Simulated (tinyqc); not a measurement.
Extrapolating accelerated tests: lateral field, substrate current, probability of reaching the oxide barrier and hot-carrier lifetime of a silicon transistor (pseudo-two-dimensional and lucky-electron models). Computed by tinyqc, a small Python program. Command: `OMP_NUM_THREADS=1 python tinyqc.py 3002777 3002778 out.jsonl hotcar walk`. One thread of a shared host (Intel(R) Xeon(R) Processor @ 2.30GHz), about 0.01 s of CPU time with the checks.

Local-field models: a lucky carrier gains its energy at the peak field over a path free of collisions. Voltages are magnitudes.

Inputs (values chosen for the exercise, modelled on a silicon n-channel):
```
quantity                                value                      unit
channel length L                          280                        nm
oxide thickness t                         4.7                        nm
junction depth x_j                         69                        nm
mobility mu                               290                cm^2/(V s)
saturation velocity v_s                   0.9                  1e7 cm/s
threshold voltage V_T                    0.75                         V
gate voltage V_G                          1.7                         V
drain voltage V_D                         3.4                         V
ionisation prefactor A_i              1.9e+06                      1/cm
ionisation field B_i                     1.69                     MV/cm
hot-carrier mean free path lambda         8.3                        nm
oxide barrier phi_b                       3.1                        eV
interface-trap threshold phi_it           3.7                        eV
lifetime constant H                        60  s microampere/micrometre
length of the depleted extension L_n       36                        nm
```

Drain: lightly doped extension.

Constants: eps_0 = 8.8541878128e-12 F/m.

Method:
- C_ox = 3.9 eps_0/t; F_sat = 2 v_s/mu; V_Dsat = V_ov F_sat L/(V_ov + F_sat L), V_ov = V_G - V_T; I_D/W = C_ox v_s (V_ov - V_Dsat).
- Scale length l = 0.22 t^(1/3) x_j^(1/2) (all in cm); F_m = sqrt(((V_D - V_Dsat)/l_e)^2 + F_sat^2), with l_e = l + L_n; length of the velocity-saturated region l_e ln((V_D - V_Dsat)/(l_e F_sat) + F_m/F_sat).
- Substrate current I_sub/I_D = (A_i/B_i)(V_D - V_Dsat) exp(-B_i/F_m); probability of reaching the oxide barrier exp(-phi_b/(e lambda F_m)); lifetime tau = (H/(I_D/W)) exp(phi_it/(e lambda F_m)).
- V_10 solves tau = 3.156e8 s at the given V_G. The extrapolation fits ln(tau) against 1/V_D at 1, 1.08, 1.16 and 1.25 times the given V_D (rounded to 3 digits) by least squares and reads off the same tau.

V_Dsat = 0.614240 V

Stress points:
```
V_D (V)  1/V_D (1/V)  tau (s)
3.40         0.29412    92669
3.67         0.27248    30998
3.94         0.25381    12306
4.25         0.23529     5020
```

ten-year drain voltage V_10 = 2.2676 V

V_10 from the 1/V_D extrapolation = 2.1815 V

What does the comparison show, and why?

The extrapolation is 86 mV below the true value: ln(tau) is nearly linear in 1/(V_D - V_Dsat), not in 1/V_D, so the straight line errs on the safe side when one extrapolates down. At V_10 the available energy e V_D is below phi_it, so the model understates the lifetime there.

Extremes, crossings and ranges named in words are read from the listed rows.
